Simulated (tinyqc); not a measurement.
Worked calculation: Boltzmann transport in a parabolic band with a power-law relaxation time. Values are carried at full precision from step to step, so a last printed digit may differ when a step is redone from the rounded ones.

F_j(eta) = (1/Gamma(j + 1)) integral_0^infinity x^j dx/(1 + exp(x - eta)), which tends to exp(eta) for eta << 0.

n = N F_1/2(eta) with N = 2 (m kB T/(4 pi c))^(3/2) with c = hbar^2/2m0, in 1/angstrom^3; times 1e24 for 1/cm^3, m = md.

Constants: hbar^2/2m0 = 3.80998211 eV angstrom^2; kB = 8.617333262e-05 eV/K.

Inputs chosen for the exercise (masses near those of Si; tau0 is set for a mobility of the usual size at this n, kL is a free input; freeze-out and phonon drag, which matter near 77 K, are left out; the results hold for these values, not for the real material): n = 2.5e+19 1/cm^3 (electron density); md = 1.064 m0 (density-of-states mass); T = 200 K; r = 1.5 (exponent of tau); tau0 = 3.1 fs (tau at E = kT); mc = 0.2605 m0 (conductivity mass); kL = 11 W/(m K) (lattice thermal conductivity).

## Reduced Fermi level

Solve for eta.

N = 1.499e+19 1/cm^3
eta = 1.0879

## Integrals for r = 1.5 (ionised impurities)

tau = tau0 x^r with x = E/kT. With K_j = Gamma(j + 1) F_j(eta): <tau> = tau0 (r + 3/2) K_(r+1/2)/((3/2) K_(1/2)); mu = <tau>/(mc m0/e), m0/e = 5.685630e-12 kg/C; Hall factor rH = (3/2) K_(1/2) (2r + 3/2) K_(2r+1/2)/((r + 3/2) K_(r+1/2))^2; Seebeck S = -(kB/e) [(r + 5/2) K_(r+3/2)/((r + 3/2) K_(r+1/2)) - eta]; Lorenz number L = (kB/e)^2 [(r + 7/2) K_(r+5/2)/((r + 3/2) K_(r+1/2)) - ((r + 5/2) K_(r+3/2)/((r + 3/2) K_(r+1/2)))^2]; kB/e in V/K. Valley anisotropy is left out of rH.

Evaluate F_j and K_j for j = 1/2, r + 1/2, r + 3/2, r + 5/2 and 2r + 1/2 (each value once).

F_j and K_j:
```
j       F_j     K_j
0.5  1.6676  1.4779
2.0  2.3280  4.6560
3.0  2.5955  15.573
4.0  2.7597  66.232
3.5  2.6882  31.269
```

## Transport coefficients

Form the ratios; u is the mean energy carried, in kT.

<tau>/tau0 = 6.301
rH = 1.599
u = 4.460
S = -290.6 microvolt/K
L = 2.837 1e-8 W ohm/K^2

The non-degenerate limits are rH = 1.933, u = r + 5/2 = 4 and L = (r + 5/2)(kB/e)^2 = 2.970; the degenerate ones are rH = 1 and L = 2.443.

## Mobility, conductivity and figure of merit

mu = <tau>/(mc m0/e) with m0/e = 5.685630e-12 kg/C; sigma = e n mu, e = 1.602176634e-19 C; Hall mobility rH mu; power factor S^2 sigma; ZT = S^2 sigma T/(kL + L sigma T), all in SI units.

mu = 132 cm^2/(V s)
Hall mobility = 211 cm^2/(V s)
sigma = 528 S/cm
power factor = 4.46 mW/(m K^2)
electronic thermal conductivity = 0.300 W/(m K)
ZT = 0.079

A Hall measurement read with rH = 1 would give a density of 1.56e+19 1/cm^3. Electrons carry 2.7 % of the heat. kL is far below that of crystalline Si, so ZT is too high for it.

## Checks

- Seebeck coefficient against direct integration over -df/dE (microvolt/K): both -290.6.

(tinyqc, `OMP_NUM_THREADS=1 python tinyqc.py 1651262 1651263 out.jsonl`, Intel(R) Xeon(R) Processor @ 2.30GHz, 1 thread, shared host, about 0.01 s.)
